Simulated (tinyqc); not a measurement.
All estimates against temperature: estimate of lattice thermal conductivity from elastic moduli (Slack, Klemens and Cahill formulas). Computed by tinyqc, a small Python program. Command: `OMP_NUM_THREADS=1 python tinyqc.py 3002038 3002039 out.jsonl slack walk`. One thread of a shared host (Intel(R) Xeon(R) Processor @ 2.30GHz), about 0.01 s of CPU time with the checks.

An isotropic solid.

Inputs (values chosen for the exercise, for a model crystal):
```
quantity                              value        unit
bulk modulus B                           47         GPa
shear modulus G                        30.6         GPa
volume per atom V                      26.8  angstrom^3
mean atomic mass M                      159           u
atoms per primitive cell n                5           -
volume expansion coefficient alpha_V   65.4       ppm/K
temperature T                           700           K
disorder parameter Gamma              0.003           -
grain size d                           8200          nm
```

Grueneisen parameter: from thermal expansion.

Constants: u = 1.6605390666e-27 kg; hbar = 1.054571817e-34 J s; k_B = 1.380649e-23 J/K; h = 6.62607015e-34 J s.

Method:
- rho = M/V; vL = sqrt((B + 4G/3)/rho), vT = sqrt(G/rho); v_m = [(vL^-3 + 2 vT^-3)/3]^(-1/3); Poisson ratio sigma = (3B - 2G)/(6B + 2G); Theta = hbar v_m (6 pi^2/V)^(1/3)/k_B.
- gamma = alpha_V B V/(3 k_B), with the classical heat capacity 3 k_B per atom.
- Slack, an estimate for T near or above Theta_a: kappa = A M Theta_a^3 delta n^(1/3)/(gamma^2 T) in W/(m K), with M in u, delta = V^(1/3) in angstrom, Theta_a = Theta n^(-1/3) and A = 2.43e-6/(1 - 0.514/gamma + 0.228/gamma^2).
- High-temperature forms with the classical heat capacity. Klemens: kappa/kappa_0 = arctan(u)/u, u^2 = pi^2 Theta V Gamma kappa_0/(h v_m^2). Grains: 1/kappa_poly = 1/kappa + 1/(C v_m d/3), C = 3 k_B/(n V), the acoustic branches alone.
- Cahill minimum: kappa_min = (pi/6)^(1/3) k_B V^(-2/3) sum over L, T, T of v (T/Theta_i)^2 int_0^(Theta_i/T) x^3 e^x/(e^x - 1)^2 dx, Theta_i = Theta v_i/v_m (64 Gauss-Legendre points).

Grueneisen parameter gamma = 1.98887

Debye temperature Theta = 194.264 K

v_m = 1952.66 m/s

vL = 2985.32 m/s

vT = 1762.40 m/s

acoustic Debye temperature Theta_a = 113.606 K

Kappa (W/(m K)):
```
T (K)  perfect crystal  with point defects  polycrystal  minimum
200             4.5851              4.2175       4.2067  0.38177
300             3.0567              2.8855       2.8804  0.39405
400             2.2925              2.1938       2.1909  0.39854
550             1.6673              1.6140       1.6124  0.40131
750             1.2227              1.1936       1.1927  0.40277
1000            0.9170              0.9005       0.9000  0.40351
1300            0.7054              0.6955       0.6952  0.40390
1700            0.5394              0.5336       0.5334  0.40414
```

The perfect crystal follows 1/T. With point defects the exponent runs from -0.94 to -0.99 (the strong-disorder limit is -1/2), and with grains from -0.93 to -0.99. At the highest T it is still 1.3 times the minimum.

Extremes, crossings and ranges named in words are read from the listed rows.
